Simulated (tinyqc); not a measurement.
Scale length and length offset from two DIBL values.

Inverse problem. DIBL = exp(-Le/(2 l)) + 2 exp(-Le/l) with Le = L - dL. Find l, dL and the drawn length for a DIBL of 100 mV/V.

DIBL at drawn lengths 72 and 120 nm (mV/V): 59.970366  7.4307692

Solution. With e = exp(-Le/(2 l)), 2 e^2 + e = DIBL gives e and so Le/l at each length; Le/l is a straight line in L with slope 1/l.

l = 12.00 nm
dL = 2.000 nm
length for 100 mV/V = 61.05 nm

Numbers from tinyqc (`OMP_NUM_THREADS=1 python tinyqc.py 2002192 2002193 out.jsonl`; about 0.01 s on one thread of a shared Intel Xeon 2.30GHz).
